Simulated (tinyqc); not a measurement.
Inside a calculation. Method: G0W0 on RHF in the sto-6g basis, for H3+, spin multiplicity 1. One step of it, computed by the program tinyqc.

Task: G0W0 on Hartree-Fock: HOMO. W(p,q,m) = sqrt2 sum_ia (pq|ia) (X+Y)_ia,m; Sigma_c(x) = sum_(i,m) W^2/(x - e_i + w_m) + sum_(a,m) W^2/(x - e_a - w_m); solve x = e_p + Sigma_c(x) by Newton steps; Z = 1/(1 - dSigma/dx); 1 hartree = 27.211386 eV.

orbital energies (hartree): MO1 -1.017014, MO2 -0.126525, MO3 -0.126366

Two-electron integrals over orbitals (pq|rs), unique and non-zero (hartree):
```
p,q,r,s,(pq|rs)
1,1,1,1,0.548234
2,1,2,1,0.146107
2,2,1,1,0.536749
2,2,2,2,0.627318
3,1,1,1,0.000026
3,1,2,2,-0.102193
3,1,3,1,0.146110
3,2,2,1,-0.102216
3,2,3,2,0.080365
3,3,1,1,0.536782
3,3,2,2,0.466657
3,3,3,1,0.102203
3,3,3,3,0.627328
```

excitation energies w (hartree): 1.146035  1.146205

X + Y:
```
,1,2
1>2,0.881486,0.000000
1>3,0.000000,0.881499
```

Give: The 12 largest terms at x = e_p; Newton steps; quasiparticle energy of the HOMO; Hartree-Fock value.

Result:

The 12 largest terms at x = e_p (hartree; W for the signs of X + Y given):
```
q,m,W,term
2,1,0.1821,-0.0163
3,2,0.1821,-0.0163
1,2,3.30e-05,9.51e-10
```

Newton steps (hartree):
```
step,x,Sigma_c(x),Z
0,-1.0170,-0.0326,0.9843
1,-1.0491,-0.0321,0.9847
2,-1.0491,-0.0321,0.9847
```

quasiparticle energy of the HOMO = -28.5471 eV

Hartree-Fock value = -27.6744 eV
